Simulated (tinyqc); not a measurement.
Metal gate on a two-layer dielectric stack with fixed charge and a dipole: two steps of the calculation.

Gate, layer 2, layer 1, p-type semiconductor; x runs from the gate inwards. Charges are counted in units of +q. psi is the band bending at the surface, positive towards inversion. Classical charge, Boltzmann statistics, no interface traps.

Parameters, values chosen for the exercise; band and dielectric values close to those of In0.53Ga0.47As, layer 1 close to silicon dioxide, layer 2 close to hafnium oxide:
```
symbol,value,unit,meaning
T,300,K,temperature
Eg,0.746,eV,band gap
eps_r,13.8,,relative permittivity
Nc,2.08e17,cm^-3,conduction-band density of states at T
Nv,7.79e18,cm^-3,valence-band density of states at T
chi,4.47,eV,electron affinity
Na,1.9e16,cm^-3,acceptor density
pM,4.5,eV,work function of the gate metal
t1,1,nm,"thickness of layer 1, next to the semiconductor"
e1,3.99,,relative permittivity of layer 1
t2,2,nm,"thickness of layer 2, next to the gate"
e2,21.2,,relative permittivity of layer 2
Q1,1.1e11,cm^-2,fixed charge at the semiconductor interface
Q2,-3.6e12,cm^-2,fixed charge between the layers
r1,0,cm^-3,uniform charge density in layer 1
r2,-8.5e18,cm^-3,uniform charge density in layer 2
Vd,0,V,flat-band shift by a dipole layer between the layers
ps,-0.1,V,band bending psi of the working point
```

Constants: q = 1.602176634e-19 C, kB = 1.380649e-23 J/K, Vt = kB T/q, eps0 = 8.8541878128e-14 F/cm where lengths are in cm. Results are converted to the units shown.

Problem 1. Flat-band voltage, term by term. EOT = 3.9 (t1/e1 + t2/e2), Cox = eps0/(t1/e1 + t2/e2); phi_ms = pM - (chi + Eg - Vt ln(Nv/Na)). Vfb = phi_ms + Vd - (q/eps0) [Q1 (t1/e1 + t2/e2) + Q2 t2/e2 + r1 (t1^2/(2 e1) + t1 t2/e2) + r2 t2^2/(2 e2)]: each charge counts with its electrical distance from the gate.

Give: terms; Vfb.

Solution 1.

terms (V): phi_ms -0.5605, dipole 0.0000, Q1 -0.0069, Q2 0.0615, r1 0.0000, r2 0.0145
Vfb = -0.4914 V

Apart from phi_ms the largest term is that of Q2, 61.5 mV; all charges and the dipole together move Vfb by 69.1 mV.

Problem 2. Charge in the semiconductor. ni = sqrt(Nc Nv) exp(-Eg/(2 Vt)), Eg in volts. Qs = -sign(psi) sqrt(2 q eps0 eps_r Na Vt [exp(-u) + u - 1 + (ni/Na)^2 (exp(u) - u - 1)]), u = psi/Vt.

Find: Qs.

Solution 2.

Qs = 0.090923 uC/cm^2

The surface is accumulated.

Program tinyqc, `OMP_NUM_THREADS=1 python tinyqc.py 2010004 2010005 out.jsonl`; Intel Xeon 2.30GHz, shared host, one thread, about 0.01 s.
